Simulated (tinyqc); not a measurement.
# Worked calculation: metal gate on a two-layer dielectric stack with fixed charge and a dipole

Computed by the program tinyqc: `OMP_NUM_THREADS=1 python tinyqc.py 2010036 2010037 out.jsonl`, one thread of a shared Intel Xeon 2.30GHz, about 0.01 s for the whole run. Printed values are rounded.

Gate, layer 2, layer 1, p-type semiconductor; x runs from the gate inwards. Charges are counted in units of +q. psi is the band bending at the surface, positive towards inversion. Classical charge, Boltzmann statistics, no interface traps.

Inputs (values chosen for the exercise); band and dielectric values close to those of In0.53Ga0.47As, layer 1 close to silicon dioxide, layer 2 close to aluminium oxide:
```
symbol    value   unit                                               meaning
T           300      K                                           temperature
Eg        0.751     eV                                              band gap
eps_r        14                                        relative permittivity
Nc      2.13e17  cm^-3                conduction-band density of states at T
Nv      7.72e18  cm^-3                   valence-band density of states at T
chi        4.43     eV                                     electron affinity
Na       9.7e16  cm^-3                                      acceptor density
pM         4.79     eV                       work function of the gate metal
t1          1.9     nm       thickness of layer 1, next to the semiconductor
e1         3.99                             relative permittivity of layer 1
t2          5.3     nm                thickness of layer 2, next to the gate
e2         9.13                             relative permittivity of layer 2
Q1       1.5e12  cm^-2           fixed charge at the semiconductor interface
Q2       4.6e12  cm^-2                       fixed charge between the layers
r1      -9.5e18  cm^-3                     uniform charge density in layer 1
r2            0  cm^-3                     uniform charge density in layer 2
Vd         0.39      V  flat-band shift by a dipole layer between the layers
ps        0.701      V                 band bending psi of the working point
```

Constants: q = 1.602176634e-19 C, kB = 1.380649e-23 J/K, Vt = kB T/q, eps0 = 8.8541878128e-14 F/cm where lengths are in cm. Results are converted to the units shown.

Range of the model: At the working point ps the carrier density at the surface is 12 times the band density of states, where degeneracy and quantisation, left out here, matter.

## Equivalent thickness and work-function difference

EOT = 3.9 (t1/e1 + t2/e2), Cox = eps0/(t1/e1 + t2/e2); phi_ms = pM - (chi + Eg - Vt ln(Nv/Na)).

EOT = 4.12111 nm
Cox = 0.837914 uF/cm^2
share of layer 1 in the EOT = 45.0642 %
phi_ms = -0.277849 V

## Flat-band voltage, term by term

EOT = 3.9 (t1/e1 + t2/e2), Cox = eps0/(t1/e1 + t2/e2); phi_ms = pM - (chi + Eg - Vt ln(Nv/Na)). Vfb = phi_ms + Vd - (q/eps0) [Q1 (t1/e1 + t2/e2) + Q2 t2/e2 + r1 (t1^2/(2 e1) + t1 t2/e2) + r2 t2^2/(2 e2)]: each charge counts with its electrical distance from the gate.

terms (V): phi_ms -0.277849, dipole 0.390000, Q1 -0.286815, Q2 -0.483197, r1 0.267368, r2 0.000000
Vfb = -0.390494 V

Apart from phi_ms the largest term is that of Q2, -483 mV; all charges and the dipole together move Vfb by -113 mV.

## Threshold voltage

ni = sqrt(Nc Nv) exp(-Eg/(2 Vt)), Eg in volts, pB = Vt ln(Na/ni), Vth = Vfb + 2 pB + sqrt(4 q eps0 eps_r Na pB)/Cox.

ni = 6.30777e11 cm^-3
pB = 0.308757 V
depletion charge = 0.154247 uC/cm^2
Vth = 0.411106 V

## Charge in the semiconductor

ni = sqrt(Nc Nv) exp(-Eg/(2 Vt)), Eg in volts. Qs = -sign(psi) sqrt(2 q eps0 eps_r Na Vt [exp(-u) + u - 1 + (ni/Na)^2 (exp(u) - u - 1)]), u = psi/Vt.

Qs = -0.226222 uC/cm^2

The surface is in strong inversion: psi exceeds 2 Vt ln(Na/ni) = 0.618 V.

## Fields and voltage drops

Gauss: D = -Qs just inside the semiconductor; going towards the gate subtract q Q1, then q r1 t1, q Q2 and q r2 t2. Field = D/(eps0 e); the drop over a layer is its mean field times its thickness; Vg = phi_ms + Vd + psi + both drops.

| place | D (uC/cm^2) | field (MV/cm) |
|---|---|---|
| layer 2, gate side | -0.461913 | -0.571400 |
| layer 2, inner side | -0.461913 | -0.571400 |
| layer 1, outer side | 0.275089 | 0.778666 |
| layer 1, semiconductor side | -0.014104 | -0.039924 |
| semiconductor surface | 0.226222 | 0.182498 |

drop over layer 2 = -0.302842 V
drop over layer 1 = 0.0701805 V
Vg = 0.580489 V

The same Vg follows from Vfb + psi - Qs/Cox. The largest field, 0.779 MV/cm in size, is at: layer 1, outer side.
